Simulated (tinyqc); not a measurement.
Interdiffusion in a binary couple: Darken equations, Kirkendall shift and Boltzmann-Matano analysis. From slope dx/dz at the local x back to time t. Computed by tinyqc, a small Python program. Command: `OMP_NUM_THREADS=1 python tinyqc.py 3010574 3010575 out.jsonl darken inv`. One thread of a shared host (Intel(R) Xeon(R) Processor @ 2.30GHz), about 0.2 s of CPU time with the checks.

x is the mole fraction of B; the molar volume is constant, and the two halves are long enough to count as infinite.

Inputs (values chosen for the exercise, for a model alloy A-B):

| quantity | value | unit |
|---|---|---|
| tracer diffusivity D*_A(0) | 5.4e-16 | m^2/s |
| tracer diffusivity D*_B(0) | 1.1e-16 | m^2/s |
| slope k of ln D* with x | -0.6 | - |
| regular-solution parameter W | 0.1 | eV |
| temperature T | 1500 | K |
| left composition x_L | 0.11 | - |
| right composition x_R | 0.55 | - |
| composition x for the local step | 0.2 | - |

Vacancy-wind correction: Manning, fcc.

Constants: k_B = 8.617333262e-05 eV/K.

Method:
- D*_i(x) = D*_i(0) exp(k x); thermodynamic factor Phi = 1 - 2 W x (1 - x)/(k_B T); with f0 = 0.7815, M0 = 2 f0/(1 - f0), den = M0 ((1 - x) D*_A + x D*_B): D_A = D*_A Phi [1 + 2 (1 - x)(D*_A - D*_B)/den], D_B = D*_B Phi [1 - 2 x (D*_A - D*_B)/den]; interdiffusion D~ = x D_A + (1 - x) D_B.
- With lambda = z/sqrt(t), the profile solves d/dlambda (D~ dx/dlambda) + (lambda/2) dx/dlambda = 0 with x = x_L and x_R far to the left and right; z = 0 is the original interface. It is solved as a boundary-value problem in y = lambda/sqrt(D~ at the mean composition) on -12 < y < 12 (collocation, tolerance 1e-8).
- Read from the profile: the position z(x), the area -int_(x_L)^x z dx and the slope.

Task: A run gave the result below. Find the time t, known to lie between 3900 and 6600 s.

slope dx/dz at the local x = 0.1051659 1/um

Result:

Each step takes the trial c = (a f_b - b f_a)/(f_b - f_a), f being the result less the target and a, b, c the logarithms of the listed values; c replaces end b, the old b replaces a if the sign of f changed, and otherwise f_a is halved.

Scan of the range:

| time t (s) | slope dx/dz at the local x (1/um) |
|---|---|
| 3900 | 0.119529 |
| 4260 | 0.114367 |
| 4650 | 0.109466 |
| 5070 | 0.104833 |
| 5540 | 0.100288 |
| 6050 | 0.095968 |
| 6600 | 0.091882 |

False position (Illinois rule, in the logarithm of the input) inside the bracket:

| step | end a | end b | trial | slope dx/dz at the local x (1/um) |
|---|---|---|---|---|
| 1 | 4650.00 | 5070.00 | 5038.63 | 0.105159 |
| 2 | 4650.00 | 5038.63 | 5037.39 | 0.105172 |
| 3 | 5038.63 | 5037.39 | 5038.00 | 0.105166 |
| 4 | 5037.39 | 5038.00 | 5038.00 | 0.105166 |

Slope dx/dz at the local x falls at every point of a 13-point scan of the range (every second point is shown), so one value fits; it is bracketed by 4650 and 5070. The scan shows a pure power law with exponent -0.5000, so scaling from any one row also gives the answer directly. Answer: time t = 5038 s.
